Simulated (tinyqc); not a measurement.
Plane-wave Kohn-Sham cycle with exchange-only LDA in a layered model solid, step by step. One step of it, computed by the program tinyqc.

Question. Iteration 2: Hamiltonian at one k. H(m,m') = (k + G_m)^2/2 delta + V(G_m - G_m'), with V(-G) = V(G).

A solid whose potential varies along x alone (atomic units):
```
parameter                      value
period a                   10.300000
cross-section of the cell  34.000000
electrons per cell                 2
grid points                       16
plane waves -n..n, n               2
k points                           1
V1 in V1 cos(2 pi x/a)     -0.730000
```

V(G_m), m = 0, 1, 2, ... (hartree): -0.174887  -0.351517  -0.001186  -0.002005  -0.000015

k = 0.000000 2 pi / a

Give: H.

Answer.

H (hartree):
```
         -2       -1       +0       +1       +2
-2   0.5694  -0.3515  -0.0012  -0.0020   0.0000
-1  -0.3515   0.0112  -0.3515  -0.0012  -0.0020
+0  -0.0012  -0.3515  -0.1749  -0.3515  -0.0012
+1  -0.0020  -0.0012  -0.3515   0.0112  -0.3515
+2   0.0000  -0.0020  -0.0012  -0.3515   0.5694
```
